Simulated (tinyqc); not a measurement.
# Capacitance measurement on a leaky thin oxide: effects of series resistance and leakage, step by step

Numbers from tinyqc (`OMP_NUM_THREADS=1 python tinyqc.py 2022166 2022167 out.jsonl`; about 0.01 s on one thread of a shared Intel Xeon 2.30GHz). Printed values are rounded.

The device is a capacitance C in parallel with a leakage conductance G, in series with Rs and Ls. An impedance meter reports either a parallel pair (Cp, Gp) from Y = 1/Z = Gp + i w Cp or a series pair (Cs, Rm) from Z = Rm + 1/(i w Cs); w = 2 pi f, dissipation D = Gp/(w |Cp|).

Parameters, values chosen for the exercise; values of the order met in thin-oxide MOS capacitors: relative permittivity of the gate insulator (close to silicon dioxide) eox = 3.9; insulator thickness tox = 1.2 nm; gate area A = 2500 um^2; oxide-equivalent thickness added by the accumulation layer zc = 0.59 nm; oxide-equivalent thickness added by gate depletion zp = 0 nm; gate leakage current density, not matched to the thickness Jg = 0.006 A/cm^2; voltage for an e-fold rise of the leakage Vs = 0.29 V; series resistance Rs = 6.2 ohm; series inductance Ls = 0 nH; measuring frequency f = 1e5 Hz.

Constants: eps0 = 8.8541878128e-14 F/cm where lengths are in cm. Results are converted to the units shown.

## True capacitance and conductance

EOT = 3.9 tox/eox; CET = EOT + zc + zp; C = 3.9 eps0 A/CET; G = Jg A/Vs.

EOT = 1.2 nm
CET = 1.79 nm
C = 48.2281 pF
G = 0.517241 uS

## What the meter reports

Z = Rs + i w Ls + 1/(G + i w C).

Z = (0.05693-3.29908i) x 1e4 ohm
Cp = 48.2278 pF
Gp = 0.522933 uS
Cs = 48.2422 pF
D = 0.0172571

Cp is within 0.01 % of C and Cs is 0.029 % above it; G Rs = 3.21e-6, w C Rs = 1.88e-4 and G/(w C) = 0.0171.
